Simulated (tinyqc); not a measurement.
Dopants and charged point defects at anneal temperature: Fermi-level effect, clustering and pairing: one step, computed by the program tinyqc.

Boltzmann statistics and full ionisation of active dopants. Energies are counted from the valence band; the defect (a vacancy or self-interstitial) has five charge states, with all degeneracy factors one.

Problem. Charged defects. C_0 = N_s exp(S_f/k_B) exp(-H_f/k_B T). Ratios to the neutral state at E_F = E_i: r_+ = exp((E(+/0) - E_i)/k_B T), r_2+ = r_+ exp((E(2+/+) - E_i)/k_B T), r_- = exp((E_i - E(0/-))/k_B T), r_2- = r_- exp((E_i - E(-/2-))/k_B T); at other E_F state q scales as chi^(-q). The enhancement is sum r_q chi^(-q)/sum r_q. The charge on the defects is left out of neutrality.

Inputs (values chosen for the exercise, with bands modelled on silicon): anneal temperature T = 890 K; formation enthalpy of the neutral defect H_f = 3.11 eV; formation entropy S_f = 8.7 k_B; site density N_s = 2.8e+22 cm^-3.

Dopant: acceptor. Second part: clustering of the dopant.

defect levels as fractions of E_g(T): (2+/+), (+/0), (0/-), (-/2-): [0.12, 0.25, 0.7, 0.78]

E_g = 0.9064344 eV

k_B T = 0.07669427 eV

n_i = 3.177558e+17 cm^-3

E_i = 0.4377759 eV

chi = 0.06275475

Give: neutral defects C_0; Charge states; all defects, doped; enhancement over intrinsic; mean charge.

Solution.

neutral defects C_0 = 4.1173e+08 cm^-3

Charge states:
```
state     ratio r  intrinsic (cm^-3)  doped (cm^-3)
2+     8.7335e-04         3.5958e+05     9.1307e+07
+      6.3713e-02         2.6232e+07     4.1802e+08
0      1.0000e+00         4.1173e+08     4.1173e+08
-      7.6912e-02         3.1667e+07     1.9872e+06
2-     2.2980e-03         9.4617e+05     3.7262e+03
```

all defects, doped = 9.2304e+08 cm^-3

enhancement over intrinsic = 1.9600

mean charge = 0.64855 e

Doping leaves the neutral state alone and multiplies the total by 1.96; the most common state is + (in intrinsic material 0).
